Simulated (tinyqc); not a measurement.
Hubbard chain of 3 sites, step by step. Computed by tinyqc, a small Python program that keeps every step. Settings: hopping = 1.11, U = 5.0, mixing = 1, iteration cap = 74. Command: `OMP_NUM_THREADS=1 python tinyqc.py 25195 25196 out.jsonl` (the two numbers bound the seeds that draw the settings). One thread of a shared host (Intel(R) Xeon(R) Processor @ 2.60GHz), about 0.2 s of CPU time with the checks.

one-body matrix (hopping and site energies) (eV):
```
,1,2,3
1,0.000000,-1.110000,0.000000
2,-1.110000,0.000000,-1.110000
3,0.000000,-1.110000,0.000000
```

U = 5.000000 eV

electrons, up and down: 2  2

n(up) at the start (a guess, not normalised): 1 0.717000, 2 0.617000, 3 0.717000

n(down) at the start (a guess): 1 0.617000, 2 0.717000, 3 0.617000

Each step fills the lowest levels of T + U n(other spin) and sets n(new) = n + mixing (n(out) - n); stop when output and input agree to 1e-8.

Course of the cycle:
```
iteration,E (eV),largest |n(out) - n(in)|,mean |n_up - n_down|
1,3.72813909,1.96e-01,0.104851
2,3.73492966,1.82e-01,0.099933
3,3.76047408,2.04e-01,0.117378
4,3.76395746,2.07e-01,0.108378
5,3.79300219,2.26e-01,0.126623
6,3.79190356,2.30e-01,0.113599
7,3.82400058,2.44e-01,0.132025
8,3.81809195,2.50e-01,0.115512
9,3.85353800,2.60e-01,0.133627
10,3.84334276,2.67e-01,0.114348
11,3.88318162,2.74e-01,0.131748
...,...,...,...
64,5.52869285,6.80e-01,0.002975
65,5.46692971,6.80e-01,0.002302
66,5.51388545,6.77e-01,0.001735
67,5.47800781,6.77e-01,0.001335
68,5.50531674,6.75e-01,0.001011
69,5.48446946,6.75e-01,0.000775
70,5.50034879,6.74e-01,0.000588
71,5.48823307,6.74e-01,0.000450
72,5.49746530,6.73e-01,0.000342
73,5.49042338,6.73e-01,0.000261
74,5.49579061,6.73e-01,0.000199
```

Can the last value be used, and what does the course show?

Not by the stop rule. Not converged within 74 iterations: the residual has stopped falling. The lowest mean-field energy found from random starts is 3.23374 eV. Reruns (cap 100 unless said): mixing 0.2: not converged; mixing 0.5: not converged; mixing 0.9: not converged; the original settings with a cap of 400: not converged.
